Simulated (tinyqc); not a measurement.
Worked calculation: plane-wave Kohn-Sham cycle with exchange-only LDA in a layered model solid. One step of it, computed by the program tinyqc.

Problem. Iteration 2: levels at that k. Diagonalise the Hermitian matrix.

H (hartree):
```
           -3         -2         -1         +0         +1         +2         +3
-3   7.831260  -0.245658  -0.045665   0.000031   0.000017   0.000000   0.000000
-2  -0.245658   3.027234  -0.245658  -0.045665   0.000031   0.000017   0.000000
-1  -0.045665  -0.245658   0.358330  -0.245658  -0.045665   0.000031   0.000017
+0   0.000031  -0.045665  -0.245658  -0.175450  -0.245658  -0.045665   0.000031
+1   0.000017   0.000031  -0.045665  -0.245658   1.425892  -0.245658  -0.045665
+2   0.000000   0.000017   0.000031  -0.045665  -0.245658   5.162356  -0.245658
+3   0.000000   0.000000   0.000017   0.000031  -0.045665  -0.245658  11.033943
```

Give: eigenvalues.

Solution.

eigenvalues (hartree): -0.312  0.434  1.447  3.038  5.169  7.844  11.044
